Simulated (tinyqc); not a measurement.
Changing the grading rate (misfit per thickness) R_f: kinetics of strain relaxation and threading dislocations in mismatched semiconductor layers. Computed by tinyqc, a small Python program. Command: `OMP_NUM_THREADS=1 python tinyqc.py 3012624 3012625 out.jsonl threading sweep`. One thread of a shared host (Intel(R) Xeon(R) Processor @ 2.30GHz), about 0.01 s of CPU time with the checks.

60-degree dislocations on {111} planes of a (001) layer, isotropic elasticity. The Schmid factor is 1/sqrt(6), and a misfit segment relieves strain with b/2.

Inputs (values chosen for the exercise, modelled on Si(0.7)Ge(0.3) on Si):

| quantity | value | unit |
|---|---|---|
| misfit f | 0.0133 | - |
| shear modulus G | 64 | GPa |
| Poisson ratio nu | 0.27 | - |
| Burgers vector b | 3.89 | angstrom |
| glide activation energy Q | 1.99 | eV |
| velocity prefactor v0 | 37000 | m/s per MPa |
| growth temperature of the buffer T_g | 990 | K |
| growth rate R_g | 0.52 | nm/s |

Constants: k_B = 8.617333262e-05 eV/K.

Method. In steady grading, strain is fed at R_f R_g and relieved at (b/4) rho v. As a glide-limited estimate, the driving stress is taken as the mean stress of the strained top zone, whose depth z solves R_f z/2 = e_eq(z), with strain R_f z at the surface; tau_g = S R_f z/2 is its mean; then rho = 4 R_f R_g/(b m tau_g), m = v0 exp(-Q/(k_B T_g)), S = (1/sqrt 6) 2 G (1 + nu)/(1 - nu), e_eq(z) = b (1 - nu/4) [ln(z/b) + 1]/(4 pi (1 + nu) z).

One run for each value:

| grading rate (misfit per thickness) R_f (1/micrometre) | thread density of the buffer (1/cm^2) | depth z of the strained zone (nm) | stress tau_g (MPa) | buffer thickness f/R_f (micrometre) |
|---|---|---|---|---|
| 0.00050 | 4817 | 891.25 | 20.26 | 26.600 |
| 0.00097 | 6849 | 626.86 | 27.64 | 13.711 |
| 0.00190 | 9797 | 438.23 | 37.85 | 7.000 |
| 0.00360 | 13781 | 311.53 | 50.98 | 3.694 |
| 0.00690 | 19527 | 219.86 | 68.96 | 1.928 |
| 0.01300 | 27448 | 156.42 | 92.43 | 1.023 |
| 0.02600 | 39898 | 107.61 | 127.17 | 0.512 |
| 0.05000 | 56872 | 75.49 | 171.57 | 0.266 |

What does the table show, and why?

Over the rows, thread density of the buffer (1/cm^2) rises from 4820 to 56900 (exponent d ln y / d ln x about 0.54 throughout); depth z of the strained zone (nm) falls from 891 to 75.5 (exponent d ln y / d ln x about -0.54 throughout); stress tau_g (MPa) rises from 20.3 to 172 (exponent d ln y / d ln x about 0.46 throughout). The exponent of thread density of the buffer stays between 0.53 and 0.54, near 0.50: the feed goes as R_f and the stress as its root, but for the logarithm. The exponent of depth z of the strained zone stays between -0.54 and -0.53, near -0.50: R_f z against 1/z, but for the logarithm.

Caution (all rows): real buffers seldom go below 1e5 /cm^2, as pile-ups and nucleation take over; this value is a lower bound.

Extremes, crossings and ranges named in words are read from the listed rows.
